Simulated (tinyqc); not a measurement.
Classical Heisenberg spin chain: exact results, Metropolis, heat-bath and over-relaxation steps, and a Monte Carlo run. From heat capacity back to temperature T. Computed by tinyqc, a small Python program. Command: `OMP_NUM_THREADS=1 python tinyqc.py 3130386 3130387 out.jsonl heismc inv`. One thread of a shared host (Intel(R) Xeon(R) Processor @ 2.30GHz), about 0.01 s of CPU time with the checks.

E = -J sum_i s_i . s_(i+1) for unit vectors s_i on an open chain; K = J/(k_B T).

Inputs (values chosen for the exercise, for a model chain of large moments): coupling J = 33 meV; moment mu = 5.6 mu_B.

Constants: k_B = 8.617333262e-05 eV/K; mu_B = 5.7883818060e-05 eV/T.

Method. Each bond angle is independent, so u = <s_i . s_(i+1)> = coth K - 1/K, <s_i . s_(i+n)> = u^n, correlation length xi = -1/ln|u|, energy per bond -J u, heat capacity per bond c/k_B = 1 - K^2/sinh^2 K, and for the long chain chi = mu^2 (1 + u)/(3 k_B T (1 - u)) per spin.

Question. A run gave the result below. Find the temperature T, known to lie between 440 and 680 K.

heat capacity = 0.1400255 k_B/bond

Answer.

Each step takes the trial c = (a f_b - b f_a)/(f_b - f_a), f being the result less the target and a, b, c the logarithms of the listed values; c replaces end b, the old b replaces a if the sign of f changed, and otherwise f_a is halved.

Scan of the range:
```
temperature T (K)  heat capacity (k_B/bond)
440                                0.218399
473                                0.192578
509                                0.169097
547                                0.148526
588                                0.130154
632                                0.113896
680                                0.099334
```

False position (Illinois rule, in the logarithm of the input) inside the bracket:
```
step    end a    end b    trial  heat capacity (k_B/bond)
1     547.000  588.000  565.602                  0.139753
2     547.000  565.602  564.465                  0.140268
3     565.602  564.465  565.000                  0.140025
4     564.465  565.000  565.000                  0.140025
5     564.465  565.000  565.000                  0.140026
6     565.000  565.000  565.000                  0.140025
```

Heat capacity falls at every point of a 13-point scan of the range (every second point is shown), so one value fits; it is bracketed by 547 and 588. Answer: temperature T = 565.0 K.
